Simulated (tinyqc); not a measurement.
Surface Green function of a two-leg ladder, Sancho-Rubio decimation: one step of the calculation.

A semi-infinite lead of cells 0, 1, 2, ... with H0 inside a cell and H1 = <cell i|H|cell i + 1>. One rung (site 1 on leg a, site 2 on leg b) is a cell; all hoppings enter with a minus sign. z = E + i eta.

Problem. Decimation. Start with e_s = e = H0, a = H1, b = H1^dagger. Each round: g = (z - e)^(-1); e_s <- e_s + a g b; e <- e + a g b + b g a; a <- a g a; b <- b g b (all with the old a, b). Round k joins cells 2^k apart.

Values chosen for this exercise:
```
symbol  value  unit     meaning
E       -1.33    eV      energy
eta      0.01    eV  broadening
```

e_s after round 1 (eV):
```
,1,2
1,-2.4637264-0.1001188i,-2.6156873-0.0698308i
2,-2.6156873-0.0698308i,-1.1548228-0.0503316i
```

e after round 1 (eV):
```
,1,2
1,-4.9274529-0.2002377i,-4.0813747-0.1396616i
2,-4.0813747-0.1396616i,-2.4096456-0.1006632i
```

a after round 1 (eV):
```
,1,2
1,-2.4637264-0.1001188i,-1.4656873-0.0698308i
2,-1.4656873-0.0698308i,-1.2548228-0.0503316i
```

b after round 1 (eV):
```
,1,2
1,-2.4637264-0.1001188i,-1.4656873-0.0698308i
2,-1.4656873-0.0698308i,-1.2548228-0.0503316i
```

Wanted: g; e_s after round 2; e after round 2; a after round 2; b after round 2.

Solution.

g (1/eV):
```
,1,2
1,-0.0847-0.0052i,0.3193-0.0019i
2,0.3193-0.0019i,-0.2818-0.0051i
```

e_s after round 2 (eV):
```
,1,2
1,-1.274-0.053i,-1.765-0.036i
2,-1.765-0.036i,-0.605-0.027i
```

e after round 2 (eV):
```
,1,2
1,-2.548-0.105i,-2.379-0.071i
2,-2.379-0.071i,-1.309-0.053i
```

a after round 2 (eV):
```
,1,2
1,1.190+0.047i,0.851+0.034i
2,0.851+0.034i,0.550+0.024i
```

b after round 2 (eV):
```
,1,2
1,1.190+0.047i,0.851+0.034i
2,0.851+0.034i,0.550+0.024i
```

Computed by the program tinyqc: `OMP_NUM_THREADS=1 python tinyqc.py 2680029 2680030 out.jsonl`, one thread of a shared Intel Xeon 2.30GHz, about 0.07 s for the whole run.
